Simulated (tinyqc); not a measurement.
# Octagonal on-chip spiral inductor, lumped pi model: two studies

Outer diameter do = di + 2 n wd + 2 (n - 1) sp, mean da = (do + di)/2, fill p = (do - di)/(do + di), length l = 3.314 n da. L = 2.25 mu0 n^2 da/(1 + 3.55 p), mu0 = 4 pi 1e-7 H/m. Rs = rho l/(wd delta (1 - exp(-th/delta))), delta = sqrt(rho/(pi f mu0)). Cs = n wd^2 eps0 eo/hu across the coil. At each end Cox = l wd eps0 eo/(2 ho) leads to the substrate branch Rsi = 2 rs he/(l wd) in parallel with Csi = l wd eps0 11.7/(2 he). With one end grounded Y = 1/(Rs + i w L) + i w Cs + 1/[1/(i w Cox) + 1/(1/Rsi + i w Csi)], w = 2 pi f; Q = -Im Y/Re Y. Eddy currents in neighbouring turns and in the substrate are left out.

Inputs (values chosen for the exercise); values of the order met in silicon radio-frequency processes:

| symbol | value | unit | meaning |
|---|---|---|---|
| n | 4.5 |  | number of turns |
| wd | 10 | um | line width |
| sp | 3 | um | space between turns |
| di | 60 | um | inner diameter |
| th | 2 | um | metal thickness |
| rho | 1.9 | uohm cm | metal resistivity |
| ho | 5.2 | um | oxide below the coil |
| hu | 1.4 | um | oxide between coil and underpass |
| eo | 3 |  | relative permittivity of the oxide |
| rs | 1 | ohm cm | substrate resistivity |
| he | 30 | um | effective spreading depth in the substrate |
| f | 3.3 | GHz | frequency |

Constants: eps0 = 8.8541878128e-12 F/m. Results are converted to the units shown.

Each table varies one quantity; the others keep the values above.

## Quality factor against frequency

Apparent inductance Im(1/Y)/w; share of the loss Re(substrate branch)/Re Y.

Quality factor against frequency:

| f (GHz) | Rs (ohm) | w L/Rs | Q | apparent inductance (nH) | loss in the substrate (%) |
|---|---|---|---|---|---|
| 0.24 | 2.029 | 1.817 | 1.816 | 2.444 | 1.337e-4 |
| 0.39 | 2.146 | 2.791 | 2.788 | 2.446 | 7.634e-4 |
| 0.63 | 2.299 | 4.208 | 4.199 | 2.449 | 0.004542 |
| 1 | 2.494 | 6.157 | 6.124 | 2.456 | 0.02581 |
| 1.7 | 2.797 | 9.333 | 9.177 | 2.480 | 0.1891 |
| 2.8 | 3.190 | 13.48 | 12.79 | 2.544 | 1.199 |
| 4.5 | 3.699 | 18.68 | 15.67 | 2.720 | 6.490 |
| 7.4 | 4.429 | 25.66 | 13.09 | 3.361 | 29.56 |
| 12 | 5.397 | 34.14 | 2.902 | 7.734 | 69.94 |

Q goes from 1.82 through a maximum of 15.7 (at f = 4.5 GHz among the rows listed) to 2.90; the exact peak is 15.9 at 5.07 GHz and Q reaches zero at the self-resonance, 14.2 GHz. The share of the substrate rises from 1.34e-4 to 69.9 %, and the apparent inductance ends at 3.16 times L. At the peak the substrate takes 9.70 % of the loss.

## Effect of the substrate resistivity

Same model as above.

Peak Q and its frequency from a search over f; self-resonance where Im Y = 0; Q at the given f (negative beyond resonance).

The same in every row: L (nH) = 2.444; do (um) = 171.0.

Results:

| rs (ohm cm) | peak Q | f of the peak (GHz) | self-resonance (GHz) | Q at f |
|---|---|---|---|---|
| 0.1 | 18.12 | 6.452 | 14.04 | 14.26 |
| 1 | 15.87 | 5.074 | 14.22 | 13.98 |
| 10 | 12.31 | 3.565 | 18.96 | 12.25 |
| 30 | 12.87 | 4.571 | 19.75 | 12.28 |
| 100 | 17.07 | 6.920 | 19.84 | 13.66 |
| 1000 | 22.04 | 9.090 | 19.85 | 14.60 |
| 10000 | 22.88 | 9.436 | 19.85 | 14.70 |

Estimate the missing row, rs = 3 ohm cm.

Computed row:

| rs (ohm cm) | peak Q | f of the peak (GHz) | self-resonance (GHz) | Q at f |
|---|---|---|---|---|
| 3 | 14.07 | 4.195 | 15.51 | 13.43 |

With this row back in the table: As rs goes from 0.1 to 10000, L stays at 2.44 nH, the peak Q goes from 18.1 through a minimum of 12.3 (at rs = 10 among the rows listed) to 22.9, its frequency goes from 6.45 through a minimum of 3.56 (at rs = 10 among the rows listed) to 9.44 GHz and the self-resonance rises from 14.0 to 19.9 GHz. In this model both a very low and a very high resistivity dissipate little: the first shorts the branch to a pure Cox, the second blocks the current. For rs = 0.1, 1 eddy currents in the substrate, left out, would lower Q markedly.

Program tinyqc, `OMP_NUM_THREADS=1 python tinyqc.py 2302217 2302218 out.jsonl`; Intel Xeon 2.30GHz, shared host, one thread, about 0.01 s.
